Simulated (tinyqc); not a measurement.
Koster-Slater impurity in a tight-binding band, by Green functions and by supercells. Inputs raised by 5 %, one at a time. Computed by tinyqc, a small Python program. Command: `OMP_NUM_THREADS=1 python tinyqc.py 3016666 3016667 out.jsonl kosterslater sens`. One thread of a shared host (Intel(R) Xeon(R) Processor @ 2.30GHz), about 0.08 s of CPU time with the checks.

One orbital per site, e(k) = -2 t sum cos(k_i) over 2 direction(s), band from -4 t to 4 t, lattice constant 1. One site has the extra energy U. Spin is left out.

Inputs (values chosen for the exercise, for a model band):
```
quantity                   value      unit
hopping t                    1.8        eV
impurity potential U       -11.9        eV
supercell edge N               3     sites
energy inside the band E  -0.801        eV
broadening eta              0.14        eV
impurity concentration c   0.004  per site
```

Lattice: square.

Constants: hbar = 6.582119569e-16 eV s.

Method:
- Outside the band G0(E) = (2/(pi E)) K(m), m = 16 t^2/E^2, K the complete elliptic integral with parameter m.
- A bound state solves 1/U = G0(E).
- Bisection in ln(distance from the edge) between 1e-5 t and |U| + t. Weight on the impurity site: -1/(U^2 dG0/dE), by a central difference with step min(1e-4 t, distance/30). Decay length along an axis: 1/arccosh(1 + distance/(2 t)).
- Inside the band G0(z), z = E + i eta, comes from the chain form 1/(sqrt(y - 2t) sqrt(y + 2t)) (principal roots) at y = z + 2 t cos k, averaged over k in (0, pi) with 200 Gauss-Legendre points.
- T = U/(1 - U G0); phase shift delta = -arg(1 - U G0) in (-pi, pi]; host density of states -Im G0/pi; on the impurity -Im[G0/(1 - U G0)]/pi; lifetime of a band state hbar/(-2 c Im T).
- In a periodic cell of N sites along each direction with Bloch vector K, the level solves 1/U = N^-d sum_k 1/(E - e(k)), k_i = (2 pi m_i + K_i)/N, m_i = 0..N-1; the outermost root on the side of U is taken (bisection). d is the number of directions. Gamma means K_i = 0, the zone corner K_i = pi, the quarter point K_i = pi/2.
- The error is measured against the isolated level E_b.

Runs; columns: (1) input moved; (2) from; (3) to; (4) distance from the band edge (eV); (5) weight on the impurity site; (6) width between Gamma and the corner (eV); (7) scattering lifetime (fs):
```
(1)                                     (2)       (3)    (4)     (5)     (6)    (7)
base run                                  -         -  5.812  0.9032  0.3550  26.42
hopping t (eV)                          1.8      1.89  5.568  0.8928  0.4123  25.41
impurity potential U (eV)             -11.9   -12.495  6.352  0.9126  0.3208  26.50
impurity concentration c (per site)   0.004    0.0042  5.812  0.9032  0.3550  25.16
energy inside the band E (eV)        -0.801  -0.84105  5.812  0.9032  0.3550  26.10
broadening eta (eV)                    0.14     0.147  5.812  0.9032  0.3550  26.39
```

Exponents ln(y'/y) / ln(x'/x); columns: (1) input; (2) distance from the band edge; (3) weight on the impurity site; (4) width between Gamma and the corner; (5) scattering lifetime:
```
(1)                          (2)     (3)     (4)     (5)
hopping t                 -0.878  -0.237   3.067  -0.797
impurity potential U       1.822   0.211  -2.074   0.068
impurity concentration c   0.000   0.000   0.000  -1.000
energy inside the band E   0.000   0.000   0.000  -0.249
broadening eta             0.000   0.000   0.000  -0.021
```

Which inputs matter most for each result?

Among the inputs moved here: distance from the band edge answers most in size to impurity potential U (exponent +1.822), next to hopping t (-0.878); its exponent is below 0.0005 for impurity concentration c, energy inside the band E, broadening eta. Weight on the impurity site answers most in size to hopping t (exponent -0.237), next to impurity potential U (+0.211); its exponent is below 0.0005 for impurity concentration c, energy inside the band E, broadening eta. Width between Gamma and the corner answers most in size to hopping t (exponent +3.067), next to impurity potential U (-2.074); its exponent is below 0.0005 for impurity concentration c, energy inside the band E, broadening eta. Scattering lifetime answers most in size to impurity concentration c (exponent -1.000), next to hopping t (-0.797). Its exponent -1.000 in impurity concentration c: independent scatterers.
